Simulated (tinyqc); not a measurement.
AlGaN/GaN HEMT with access regions, lumped model: one step of the calculation.

A polarisation-induced electron sheet under a Schottky gate, in series with two ungated access regions and contacts. Drift law v = mu E/(1 + mu E/vs) under the gate. Currents in mA/mm, resistances in ohm mm. No self-heating, no channel-length modulation; fits for polarisation, barrier and offset are chosen for the exercise.

Problem. Polarisation charge, threshold and sheet resistance. sigma = (5e13 x + 1.6e13 x^2) cm^-2, phiB = 0.84 + 1.3 x, dEc = 0.7 (1.71 x + x^2) in volts, Cb = eps0 eps_r/d, VT = phiB - dEc - q sigma/Cb, access density n0 = -Cb VT/q. Rsh = 1/(q mu n0); largest access current q n0 vs.

Parameters, values chosen for the exercise; values close to those of AlGaN/GaN structures: aluminium share of the barrier x = 0.3; barrier thickness d = 25 nm; relative permittivity of barrier and channel eps_r = 9.5; channel mobility mu = 1800 cm^2/(V s); saturation velocity vs = 1.4e7 cm/s.

Constants: q = 1.602176634e-19 C, eps0 = 8.8541878128e-14 F/cm where lengths are in cm. Results are converted to the units shown.

Find: sigma; Cb; VT; n0; Rsh; q n0 vs.

Solution.

sigma = 1.6440e13 cm^-2
Cb = 0.33646 uF/cm^2
VT = -7.0206 V
n0 = 1.4743e13 cm^-2
Rsh = 235.19 ohm
q n0 vs = 3307.0 mA/mm

Computed by the program tinyqc: `OMP_NUM_THREADS=1 python tinyqc.py 2570066 2570067 out.jsonl`, one thread of a shared Intel Xeon 2.30GHz, about 0.02 s for the whole run.
